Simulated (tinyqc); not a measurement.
Thermionic-field emission through a Schottky barrier, WKB: two steps of the calculation.

Metal on an n-type semiconductor with one parabolic valley; V > 0 is forward bias (metal positive). Energies E are counted from the conduction edge of the neutral semiconductor, whose Fermi level lies at -xi; that of the metal lies at -xi - V. The barrier is a parabola of height Vd = phi - xi - V (depletion approximation, no image force).

Values chosen for this exercise; band and dielectric values close to those of gallium arsenide: temperature T = 300 K; electron mass me = 0.0662 m0; relative permittivity eps_r = 13; barrier height seen from the metal phi = 0.43 eV; donor density Nd = 3.3e18 cm^-3; bias V = 0.11 V; points of the energy grid nE = 11; upper end of the energy grid Eb = 0.49 eV.

Constants: q = 1.602176634e-19 C, kB = 1.380649e-23 J/K, hbar = 1.054571817e-34 J s, h = 6.62607015e-34 J s, m0 = 9.1093837015e-31 kg, Vt = kB T/q, eps0 = 8.8541878128e-14 F/cm where lengths are in cm. Results are converted to the units shown.

Problem 1. Fermi level, barrier and E00. Nc = 2 (2 pi me m0 kB T/h^2)^1.5 (times 1e-6 for cm^-3); Nd = Nc F12(-xi/Vt), F12(x) = (2/sqrt(pi)) int_0^infinity sqrt(u)/(1 + exp(u - x)) du; E00 = (hbar/2) sqrt(Nd/(me m0 eps0 eps_r)) in SI units (volts). W = sqrt(2 eps0 eps_r Vd/(q Nd)).

Give: Nc; xi; Vd; W; E00; E00/Vt.

Solution 1.

Nc = 4.2742e17 cm^-3
xi = -0.11720 eV
Vd = 0.43720 V
W = 13.797 nm
E00 = 36.357 meV
E00/Vt = 1.4063

By a common rule of thumb, E00/Vt below 0.5 marks thermionic emission, 0.5 to 5 thermionic-field emission and above 5 field emission. By that rule alone: thermionic-field emission; with a high barrier, tunnelling near its top can carry most of the current even below 0.5.

Problem 2. Current density on a coarse grid. For E < Vd, ln T(E) = -(Vd/E00) [sqrt(1 - y) - y ln((1 + sqrt(1 - y))/sqrt(y))], y = E/Vd; T(E) = 1 above. J = A* T (q/kB) int_0^infinity T(E) N(E) dE, N = ln[(1 + exp((-xi - E)/Vt))/(1 + exp((-xi - V - E)/Vt))], A* = 4 pi q me m0 kB^2/h^3 (times 1e-4 for A/(cm^2 K^2)). Simpson's rule on nE equally spaced points from 0 to Eb.

xi = -0.11720313 eV
Vd = 0.43720313 V
E00 = 36.356628 meV

Give: E; T(E); N; T(E) N; J.

Solution 2.

```
point   E (eV)       T(E)          N     T(E) N
0      0.00000  5.9901e-6     3.7022  2.2176e-5
1      0.04900  1.2820e-4     2.5262  3.2385e-4
2      0.09800  0.0010344     1.1026  0.0011405
3      0.14700  0.0056037    0.26998  0.0015129
4      0.19600   0.022940   0.045689  0.0010481
5      0.24500   0.074699  0.0070038  5.2318e-4
6      0.29400    0.19823  0.0010556  2.0926e-4
7      0.34300    0.43170  1.5869e-4  6.8505e-5
8      0.39200    0.76163  2.3845e-5  1.8161e-5
9      0.44100     1.0000  3.5830e-6  3.5830e-6
10     0.49000     1.0000  5.3837e-7  5.3837e-7
```

J = 6596.8 A/cm^2

The integrand peaks at E = 0.147 eV among these points, 0.34 of the barrier height.

Range of the model: The depletion approximation, a parabolic band and the neglect of image-force lowering make these currents estimates at high doping.

Numbers from tinyqc (`OMP_NUM_THREADS=1 python tinyqc.py 2640004 2640005 out.jsonl`; about 0.03 s on one thread of a shared Intel Xeon 2.30GHz).
